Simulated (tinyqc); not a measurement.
Length of a polyene: Hueckel, PPP and singles CI along the polyenes. Computed by the program tinyqc. Hueckel uses the same beta without repulsion; CIS keeps all single excitations and so misses the low, doubly excited 2Ag state. W is the valence ionisation energy of a centre, MN the Mataga-Nishimoto formula, f the oscillator strength.

All-trans chains of carbon centres 1.40 angstrom apart:

| parameter | value |
|---|---|
| beta (eV), times 1 +/- alternation | -2.180000 |
| alternation | 0 |
| W (eV) | 11.160000 |
| gamma_rr (eV) | 10.990000 |
| repulsion formula | MN |

Gaps and excitations (eV):

| centres | Hueckel gap | PPP orbital gap | bright singlet (CIS) | f | lowest triplet (CIS) |
|---|---|---|---|---|---|
| 2 | 4.360 | 9.673 | 7.198 | 0.617 | 1.522 |
| 4 | 2.695 | 7.374 | 5.043 | 1.035 | 0.733 |
| 6 | 1.940 | 6.195 | 4.007 | 1.490 | 0.382 |
| 8 | 1.514 | 5.471 | 3.383 | 1.930 | 0.189 |
| 10 | 1.241 | 4.979 | 2.961 | 2.347 | 0.069 |
| 12 | 1.051 | 4.623 | 2.656 | 2.739 | -0.011 |
| 14 | 0.911 | 4.355 | 2.424 | 3.108 | -0.069 |

What does the comparison show, and why?

The Hueckel gap tends to 4 x alternation x |beta| = 0.00 eV for long chains (zero without alternation, falling as 1/N). Exchange opens the PPP orbital gap, and the attraction of electron and hole brings the bright state 1.93 eV below it at 14 centres; the triplet lies 2.49 eV lower still. A negative triplet energy marks an unstable restricted solution.
